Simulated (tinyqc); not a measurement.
Field dependence: Hall effect and magnetoresistance of several carrier groups with constant relaxation times. Computed by tinyqc, a small Python program. Command: `OMP_NUM_THREADS=1 python tinyqc.py 3027922 3027923 out.jsonl hall2 walk`. One thread of a shared host (Intel(R) Xeon(R) Processor @ 2.30GHz), about 0.01 s of CPU time with the checks.

Group 1 has charge -e and group 2 charge +e; s_i is that sign. B lies along z; mu B is formed with mu in m^2/(V s).

Inputs (values chosen for the exercise, for a model conductor):
```
quantity,value,unit
density n1,2.4e+16,1/cm^3
mobility mu1,3000,cm^2/(V s)
density n2,1.7e+16,1/cm^3
mobility mu2,340,cm^2/(V s)
```

Carriers: electrons and holes. Densities: per volume.

Constants: e = 1.602176634e-19 C.

Method:
- Weak field: R_H(0) = sum s_i n_i mu_i^2/(e (sum n_i mu_i)^2); MR = c B^2 with c = n1 n2 mu1 mu2 (s1 mu1 - s2 mu2)^2/(n1 mu1 + n2 mu2)^2. Strong field: R_H = 1/(e sum s_i n_i); rho_xx saturates at (n1/mu1 + n2/mu2)/(e (sum s_i n_i)^2).
- sigma_xx = sum n_i e mu_i/(1 + mu_i^2 B^2); sigma_xy = sum s_i n_i e mu_i^2 B/(1 + mu_i^2 B^2).
- rho_xx = sigma_xx/(sigma_xx^2 + sigma_xy^2); Hall coefficient R_H = sigma_xy/(B (sigma_xx^2 + sigma_xy^2)), with B in V s/cm^2 (1 T = 1e-4 V s/cm^2); magnetoresistance MR = rho_xx(B)/rho_xx(0) - 1.

saturation MR = 9106.61 %

Against the field:
```
B (T),mu1 B,rho_xx (ohm cm),R_H (cm^3/C),MR (%)
0.17,0.051,0.0803,-220.82,2.2178e-02
0.5,0.15,0.0804,-220.83,1.9184e-01
1.3,0.39,0.0813,-220.92,1.2967e+00
3.3,0.99,0.0869,-221.43,8.3492e+00
8.3,2.49,0.1224,-224.69,5.2561e+01
20,6,0.3185,-242.69,2.9695e+02
50,15,1.3519,-337.55,1.5846e+03
130,39,4.3733,-614.92,5.3499e+03
400,120,6.8833,-845.33,8.4778e+03
```

What follows from these numbers?

MR starts as B^2.00 and ends as B^0.41; it saturates at 9110 %, a large value because the net charge s1 n1 + s2 n2 is small against the total. One group alone would show no magnetoresistance in this model. The rows with mu1 B well above 1 show the semiclassical limit; Landau quantisation is left out. Fields above 100 T are beyond ordinary laboratory magnets.
